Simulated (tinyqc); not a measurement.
Mass and degeneracy from charge and saturation current.

Inverse problem. At high drain voltage only states moving towards the drain are filled: n = (N0/2) F_0(eta), N0 = gv m kB T/(pi hbar^2), F_0(x) = ln(1 + exp x), and I = q (N0/2) vT F_(1/2)(eta) per width, vT = sqrt(2 kB T/(pi m)), F_(1/2)(x) = (2/sqrt(pi)) int_0^infinity u^(1/2)/(1 + exp(u - x)) du. Find eta and m.

Parameters, values chosen for the exercise: temperature T = 300 K; valley degeneracy gv = 2.

Constants: q = 1.602176634e-19 C, kB = 1.380649e-23 J/K, hbar = 1.054571817e-34 J s, m0 = 9.1093837015e-31 kg. Results are converted to the units shown.

n = 2.6018514e13 cm^-2
I = 5536.3556 uA/um

Solution. The mass drops out of I^2/(q^2 n) = gv (kB T)^2 F_(1/2)^2/(pi^2 hbar^2 F_0), which rises with eta and so fixes it; n then gives m.

eta = 4.830
m = 0.4980 m0

Computed by the program tinyqc: `OMP_NUM_THREADS=1 python tinyqc.py 2400160 2400161 out.jsonl`, one thread of a shared Intel Xeon 2.30GHz, about 0.01 s for the whole run.
